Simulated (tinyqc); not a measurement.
Inside a calculation. Method: plane-wave Kohn-Sham cycle with exchange-only LDA in a layered model solid. One step of it, computed by the program tinyqc.

Task: Iteration 2: levels at that k. Diagonalise the Hermitian matrix.

H (hartree), lower triangle:
```
           -2         -1         +0         +1        +2
-2   0.416268
-1  -0.139860  -0.031503
+0   0.000282  -0.139860  -0.180759
+1  -0.000136   0.000282  -0.139860  -0.031503
+2   0.000004  -0.000136   0.000282  -0.139860  0.416268
```

Give: eigenvalues.

Result:

eigenvalues (hartree): -0.326  -0.072  0.069  0.456  0.462
